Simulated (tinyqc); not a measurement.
Inside a calculation. Model: MOSFET with velocity saturation and source resistance.

Computed by the program tinyqc: `OMP_NUM_THREADS=1 python tinyqc.py 2500020 2500021 out.jsonl`, one thread of a shared Intel Xeon 2.30GHz, about 0.01 s for the whole run. Printed values are rounded.

Strong inversion, charge Q = Cox (Vg - m V) at channel potential V with Vg the gate overdrive, and drift velocity v = mu E/(1 + mu E/vsat). Integrating along the channel gives I = mu Cox (1/L)(Vg Vd - m Vd^2/2)/(1 + Vd/Vc) per width, Vc = vsat L/mu, which peaks at Vdsat. Units: I in uA/um, Rs in ohm um, so the drop over Rs is 1e-6 I Rs volts.

Inputs (values chosen for the exercise):
- Cox = 2.07 uF/cm^2 (gate capacitance)
- mu0 = 500 cm^2/(V s) (mobility at low gate voltage)
- th = 0.1 1/V (mobility degradation)
- vsat = 6.8e6 cm/s (saturation velocity)
- m = 1.25 (body factor)
- VT = 0.25 V (threshold)
- L = 0.5 um (channel length)
- Rs = 300 ohm um (source resistance)
- Vgs = 1.2 V (gate voltage)

## Saturation without source resistance

Vg = Vgs - VT (0 if negative), mu = mu0/(1 + th Vg), Vc = vsat L/mu, x = sqrt(1 + 2 Vg/(m Vc)), Vdsat = 2 Vg/(m (1 + x)), Isat = Cox vsat Vg (x - 1)/(x + 1) per width. Long-channel limit: mu Cox Vg^2/(2 m L); short-channel limit: Cox vsat Vg.

Vg = 0.95 V
mu = 456.621 cm^2/(V s)
Vc = 0.7446 V
Vdsat = 0.553946 V
Isat = 362.552 uA/um
long-channel limit = 682.438 uA/um
short-channel limit = 1337.22 uA/um

Isat is 0.531 of the long-channel and 0.271 of the short-channel limit.

## Iteration 1: saturation current with source resistance

I at the start = 0 uA/um

Vg = Vgs - I Rs - VT (0 if negative), mu = mu0/(1 + th Vg), Vc = vsat L/mu, x = sqrt(1 + 2 Vg/(m Vc)), Vdsat = 2 Vg/(m (1 + x)), Isat = Cox vsat Vg (x - 1)/(x + 1) per width. I(new) = Isat.

Vg = 0.95 V
mu = 456.621 cm^2/(V s)
Vc = 0.7446 V
Vdsat = 0.553946 V
Isat = 362.552 uA/um
I after iteration 1 = 362.552 uA/um

## Iteration 2: saturation current with source resistance

As before.

Vg = 0.841234 V
mu = 461.202 cm^2/(V s)
Vc = 0.737204 V
Vdsat = 0.502041 V
Isat = 300.781 uA/um
I after iteration 2 = 300.781 uA/um

## Course of the iteration: saturation current with source resistance

Stop when I changes by less than 1e-6 uA/um, or after 80 iterations.

Course of the iteration:
```
iteration  I (uA/um)  |change| (uA/um)
1            362.552               363
2            300.781              61.8
3            311.089              10.3
4            309.362              1.73
5            309.651             0.289
6            309.603            0.0484
7            309.611           8.10e-3
8            309.610           1.36e-3
9            309.610           2.27e-4
10           309.610           3.80e-5
11           309.610           6.36e-6
12           309.610           1.07e-6
13           309.610           1.78e-7
```

Converged in 13 iterations. At the end each change is about 0.17 times the one before, with alternating sign: linear convergence. The resistance lowers Isat by 14.6 %.
